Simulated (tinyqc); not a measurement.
From critical temperature T_c back to interaction L0: regular and subregular solution with a miscibility gap. Computed by tinyqc, a small Python program. Command: `OMP_NUM_THREADS=1 python tinyqc.py 3014340 3014341 out.jsonl regsol inv`. One thread of a shared host (Intel(R) Xeon(R) Processor @ 2.30GHz), about 0.03 s of CPU time with the checks.

Per mole of mixing sites: G(x) = x (1 - x) [L0 + L1 (1 - 2x)] + R T [x ln x + (1 - x) ln(1 - x)], x the fraction of B.

Inputs (values chosen for the exercise, for a model alloy): size misfit eta = d ln a/dx = 0.0087; asymmetry L1 = 5.1 kJ/mol.

Source of L0: given.

Constants: R = 8.314462618 J/(mol K).

Method. L0 and eta are given. The spinodal is G'' = 0, R T_s(x) = x (1 - x) [2 L0 + 6 L1 (1 - 2x)]; the critical point is its maximum.

Question. A run gave the result below. Find the interaction L0, known to lie between 36 and 86 kJ/mol.

critical temperature T_c = 2701.783 K

Answer.

Each step takes the trial c = (a f_b - b f_a)/(f_b - f_a), f being the result less the target and a, b, c the logarithms of the listed values; c replaces end b, the old b replaces a if the sign of f changed, and otherwise f_a is halved.

Scan of the range:
```
interaction L0 (kJ/mol)  critical temperature T_c (K)
36.0                                          2255.25
41.6                                          2581.27
48.1                                          2962.38
55.6                                          3404.66
64.3                                          3920.03
74.4                                          4520.48
86.0                                          5212.01
```

False position (Illinois rule, in the logarithm of the input) inside the bracket:
```
step    end a    end b    trial  critical temperature T_c (K)
1     41.6000  48.1000  43.5543                       2695.59
2     48.1000  43.5543  43.6547                       2701.47
3     48.1000  43.6547  43.6647                       2702.06
4     43.6547  43.6647  43.6600                       2701.78
5     43.6647  43.6600  43.6600                       2701.78
```

Critical temperature T_c rises at every point of a 13-point scan of the range (every second point is shown), so one value fits; it is bracketed by 41.6 and 48.1. Answer: interaction L0 = 43.66 kJ/mol.

Caution: a real alloy may melt or decompose below this critical temperature.
